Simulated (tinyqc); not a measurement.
# p-n heterojunction, non-linear Poisson equation by Newton steps, Fermi-Dirac statistics: effect of the bias of side 1 against side 2

One dimension, material 1 (p-type) at x < 0 and material 2 (n-type) at x > 0. Band edges: Ec = -psi in material 1 and -psi + dEc in material 2, Ev = Ec - Eg. Flat quasi-Fermi levels: 0 for holes, +V for electrons. n = Nc F((EFn - Ec)/Vt), p = Nv F((Ev - EFp)/Vt), with F(eta) = F_1/2(eta) = (2/sqrt(pi)) int_0^infinity sqrt(u) du/(1 + exp(u - eta)) (Fermi-Dirac statistics); full ionisation, no interface charge, classical densities; the doping types are chosen for the exercise.

Exact first integral: on each side D^2/(2 eps0 er) = G, G = q [Vt (nI_j - nI_b) + Vt (pI_j - pI_b) - C (psi_j - psi_b)], with C = -N1 or +N2, b the neutral end of that side, and nI, pI the densities with F_1/2 replaced by F_3/2(eta) = (4/(3 sqrt(pi))) int_0^infinity u^(3/2) du/(1 + exp(u - eta)). D is continuous, so er1 G1(psi_j) = er2 G2(psi_j) fixes psi_j. Ends from Nv1 F((-psi_L - Eg1)/Vt) = N1 and Nc2 F((V + psi_R - dEc)/Vt) = N2. D is counted positive when psi rises towards material 2. Depletion (Anderson) capacitance C^2 = q eps0 er1 er2 N1 N2/(2 (er1 N1 + er2 N2)(psi_R - psi_L)). -dD/dV is the change of the displacement at the interface with both quasi-Fermi levels flat; it is the terminal capacitance only while neither side holds an inversion layer. n_j and p_j are densities at the interface.

Inputs (values chosen for the exercise); band and dielectric values close to those of InP and In0.53Ga0.47As:
```
symbol,value,unit,meaning
T,300,K,temperature
Eg1,1.34,eV,band gap of material 1
er1,12.7,,relative permittivity of material 1
Nc1,5.69e17,cm^-3,conduction-band density of states of material 1
Nv1,1.11e19,cm^-3,valence-band density of states of material 1
Eg2,0.726,eV,band gap of material 2
er2,13.9,,relative permittivity of material 2
Nc2,2.12e17,cm^-3,conduction-band density of states of material 2
Nv2,7.8e18,cm^-3,valence-band density of states of material 2
dEc,-0.27,eV,conduction-band offset Ec2 - Ec1
N1,1.4e17,cm^-3,acceptor density of material 1
N2,2e16,cm^-3,donor density of material 2
```

Constants: q = 1.602176634e-19 C, kB = 1.380649e-23 J/K, Vt = kB T/q, eps0 = 8.8541878128e-14 F/cm where lengths are in cm. Results are converted to the units shown.

Result of one run:

| V (V) | psi_R - psi_L (V) | psi_j - psi_L (V) | psi_R - psi_j (V) | D/q (cm^-2) | n_j in 1 (cm^-3) | p_j in 2 (cm^-3) | -dD/dV (nF/cm^2) | depletion C (nF/cm^2) |
|---|---|---|---|---|---|---|---|---|
| -1.11 | 2.007 | 0.3254 | 1.681 | 7.672e11 | 9.151e-17 | 2.007e17 | 11.77 | 29.15 |

What becomes of these results when the bias of side 1 against side 2 V is changed from -1.11 to 0.3 V, all else the same?

Result of the changed run:

| V (V) | psi_R - psi_L (V) | psi_j - psi_L (V) | psi_R - psi_j (V) | D/q (cm^-2) | n_j in 1 (cm^-3) | p_j in 2 (cm^-3) | -dD/dV (nF/cm^2) | depletion C (nF/cm^2) |
|---|---|---|---|---|---|---|---|---|
| 0.3 | 0.5969 | 0.2824 | 0.3145 | 7.100e11 | 8.417e6 | 1.022e18 | 3.790 | 53.45 |

The whole series:

| V (V) | psi_R - psi_L (V) | psi_j - psi_L (V) | psi_R - psi_j (V) | D/q (cm^-2) | n_j in 1 (cm^-3) | p_j in 2 (cm^-3) | -dD/dV (nF/cm^2) | depletion C (nF/cm^2) |
|---|---|---|---|---|---|---|---|---|
| 0.3 | 0.5969 | 0.2824 | 0.3145 | 7.100e11 | 8.417e6 | 1.022e18 | 3.790 | 53.45 |
| -0.17 | 1.067 | 0.2917 | 0.7752 | 7.227e11 | 0.1533 | 7.237e17 | 4.998 | 39.98 |
| -0.64 | 1.537 | 0.3047 | 1.232 | 7.402e11 | 3.230e-9 | 4.423e17 | 7.207 | 33.31 |
| -1.11 | 2.007 | 0.3254 | 1.681 | 7.672e11 | 9.151e-17 | 2.007e17 | 11.77 | 29.15 |
| -1.59 | 2.487 | 0.3633 | 2.124 | 8.143e11 | 3.417e-24 | 4.675e16 | 19.86 | 26.19 |
| -2.06 | 2.957 | 0.4196 | 2.537 | 8.796e11 | 3.835e-31 | 5.307e15 | 23.36 | 24.01 |
| -2.53 | 3.427 | 0.4823 | 2.945 | 9.470e11 | 5.514e-38 | 4.694e14 | 22.41 | 22.31 |
| -3 | 3.897 | 0.5458 | 3.351 | 1.011e12 | 8.169e-45 | 4.029e13 | 21.05 | 20.92 |

As V goes from 0.3 to -3, the total bending rises from 0.597 to 3.90 V and the sheet charge D/q rises from 7.10e11 to 1.01e12 cm^-2; the share of the bending in material 1 falls from 47.3 to 14.0 %. The capacitance departs most from the depletion formula at V = 0.3, where it is 93 % below it, and there the holes at the interface in material 2 outnumber its donors: an inversion layer has formed, which screens D from the bias.

Computed by the program tinyqc: `OMP_NUM_THREADS=1 python tinyqc.py 2040042 2040043 out.jsonl`, one thread of a shared Intel Xeon 2.30GHz, about 0.2 s for the whole run.
